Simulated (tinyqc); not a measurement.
# Worked calculation: short-channel transistor, virtual-source model with series resistance

Computed by the program tinyqc: `OMP_NUM_THREADS=1 python tinyqc.py 2380075 2380076 out.jsonl`, one thread of a shared Intel Xeon 2.30GHz, about 0.01 s for the whole run. Printed values are rounded.

The current per gate width is the charge at the top of the source barrier (the virtual source) times its velocity times a saturation function; al and be are fitting constants of the model. Units: I in uA/um, Rs in ohm um, so I Rs = 1e-6 I Rs in volts; Q in uC/cm^2, so I = 1e-4 Q vx0 Fsat with vx0 in cm/s.

Values chosen for this exercise:
```
symbol,value,unit,meaning
T,300,K,temperature
Cinv,2.16,uF/cm^2,inversion capacitance
vx0,2.57e7,cm/s,velocity at the virtual source
mu,91,cm^2/(V s),apparent mobility
L,16,nm,channel length
VT0,0.326,V,threshold at zero drain voltage
dl,0.161,V/V,drain-induced barrier lowering
n0,1.09,,subthreshold factor
nd,0.2,1/V,growth of n with drain voltage
al,3.5,,threshold shift (in units of Vt) from weak to strong inversion
be,1.4,,sharpness of saturation
Rs,50,ohm um,series resistance of each contact
Vgs,0.6,V,gate voltage
Vds,0.05,V,drain voltage
```

Constants: q = 1.602176634e-19 C, kB = 1.380649e-23 J/K, Vt = kB T/q. Results are converted to the units shown.

## Iteration 1: current through the series resistance

I at the start = 0 uA/um

Intrinsic voltages Vg' = Vgs - I Rs, Vd' = Vds - 2 I Rs. n = n0 + nd Vd', VT = VT0 - dl Vd', Ff = 1/(1 + exp((Vg' - VT + al Vt/2)/(al Vt))), Q = Cinv n Vt ln(1 + exp((Vg' - VT + al Vt Ff)/(n Vt))), Vdsat = (vx0 L/mu)(1 - Ff) + Vt Ff, Fsat = u/(1 + u^be)^(1/be) with u = Vd'/Vdsat, and I(out) = Q vx0 Fsat per width. (Fsat takes the sign of u.) Newton step: I(new) = I + (I(out) - I)/(1 - s), s = dI(out)/dI by a central difference with +/- 0.001 uA/um.

Vg' = 0.6 V
Vd' = 0.05 V
VT = 0.317950 V
Ff = 0.0261554
Q = 0.614343 uC/cm^2
Vdsat = 0.440725 V
Fsat = 0.109750
I(out) = 173.280 uA/um
s = -0.367113
I after iteration 1 = 126.749 uA/um

## Iteration 2: current through the series resistance

As before.

Vg' = 0.593663 V
Vd' = 0.0373251 V
VT = 0.319991 V
Ff = 0.0286203
Q = 0.596728 uC/cm^2
Vdsat = 0.439675 V
Fsat = 0.0830237
I(out) = 127.324 uA/um
s = -0.357844
I after iteration 2 = 127.173 uA/um

## Iteration 3: current through the series resistance

As before.

Vg' = 0.593641 V
Vd' = 0.0372827 V
VT = 0.319997 V
Ff = 0.0286289
Q = 0.596670 uC/cm^2
Vdsat = 0.439672 V
Fsat = 0.0829330
I(out) = 127.173 uA/um
s = -0.357811
I after iteration 3 = 127.173 uA/um

## Course of the iteration: current through the series resistance

Stop when I changes by less than 1e-7 uA/um, or after 80 iterations.

Course of the iteration:
```
iteration  I (uA/um)  |change| (uA/um)
1            126.749               127
2            127.173             0.424
3            127.173           5.14e-6
4            127.173           < 1e-10
```

Converged in 4 iterations. The change falls from 130 in the first iteration to below the tolerance in the last.

## What the series resistance costs

converged I = 127.173 uA/um
I0 = 173.280 uA/um

Intrinsic voltages Vg' = Vgs - I Rs, Vd' = Vds - 2 I Rs. n = n0 + nd Vd', VT = VT0 - dl Vd', Ff = 1/(1 + exp((Vg' - VT + al Vt/2)/(al Vt))), Q = Cinv n Vt ln(1 + exp((Vg' - VT + al Vt Ff)/(n Vt))), Vdsat = (vx0 L/mu)(1 - Ff) + Vt Ff, Fsat = u/(1 + u^be)^(1/be) with u = Vd'/Vdsat, and I = Q vx0 Fsat per width. I0 is the current for Rs = 0. Effective velocity I/Q; transit time L Q/I.

loss against I0 = 26.6086 %
effective velocity = 2.13138e6 cm/s
transit time = 0.750688 ps

The carriers leave the virtual source at 8.29 % of vx0: Vd' is not large against Vdsat.
